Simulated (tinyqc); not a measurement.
What each parameter does: dielectric confinement in a thin film (image charges).

A film |z| < t/2 of dielectric constant eps between half-spaces of dielectric constant e2; lam = (eps - e2)/(eps + e2), q = e^2/(4 pi eps0). The self-energy of a band edge is taken with the high-frequency value, e2 = eh, and the field of a fixed ion with the static one, e2 = eo. A charge at z has images lam^|n| at n t + (-1)^n z. Its self-energy is S(z) = (q/2 eps) sum over n >= 1 of lam^n [1/(n t - 2z) + 1/(n t + 2z)] for odd n and 2 lam^n/(n t) for even n; at the centre S(0) = -(q/(eps t)) ln(1 - lam).

Donor at the centre, lam from the static eo, trial function cos(pi z/t) exp(-rho/l): E(l) = c/(m l^2) - (q/eps) times the integral over k of F(k t) (1 + (k l/2)^2)^(-3/2), with F(x) = F0 + 2 lam exp(-x) G/(1 - lam exp(-x)), F0 = 2[(1 - exp(-x/2))/x + x (1 + exp(-x/2))/(x^2 + 4 pi^2)], G = 2 sinh(x/2)[1/x - x/(x^2 + 4 pi^2)]; c = hbar^2/2m0. The binding energy is -E at the minimum, counted from the subband edge with its self-energy.

Constants: e^2/(4 pi eps0) = 14.39964547 eV angstrom; hbar^2/2m0 = 3.80998211 eV angstrom^2; Ry = 13.60569312 eV.

Values chosen for the exercise (near those of a Si (100) film, two-fold valleys, between layers of Si3N4; not measured data):
- t = 86 angstrom (film thickness)
- eps = 12 (dielectric constant of the film)
- eh = 4.1 (high-frequency dielectric constant outside)
- eo = 7.2 (static dielectric constant outside)
- m = 0.197 m0 (mass in the plane)

<S> is the mean over (2/t) cos^2(pi z/t).

Results for these values:
```
case,lam from eh,<S> (meV),binding (meV),l (angstrom)
base,0.491,10.9,36.7,34.3
```

What happens to each result for t = 96 angstrom, all else kept?

Answer: lam from eh does not change at the printed digits; <S> falls from 10.9 to 9.8; binding falls from 36.7 to 34.6; l rises from 34.3 to 35.7.

The same for each parameter in turn:
```
case,lam from eh,<S> (meV),binding (meV),l (angstrom)
base,0.491,10.9,36.7,34.3
t = 96 angstrom,0.491,9.8,34.6,35.7
eps = 10.8,0.450,10.8,40.9,32.2
eo = 10.1,0.491,10.9,31.5,34.7
eh = 5.3,0.387,8.0,36.7,34.3
m = 0.236 m0,0.491,10.9,39.8,30.6
```

Computed by tinyqc, a small Python program: `OMP_NUM_THREADS=1 python tinyqc.py 1250243 1250244 out.jsonl` (the numbers bound the seed that draws the inputs); one thread of a shared host (Intel(R) Xeon(R) Processor @ 2.30GHz), about 0.04 s for the whole set of steps.
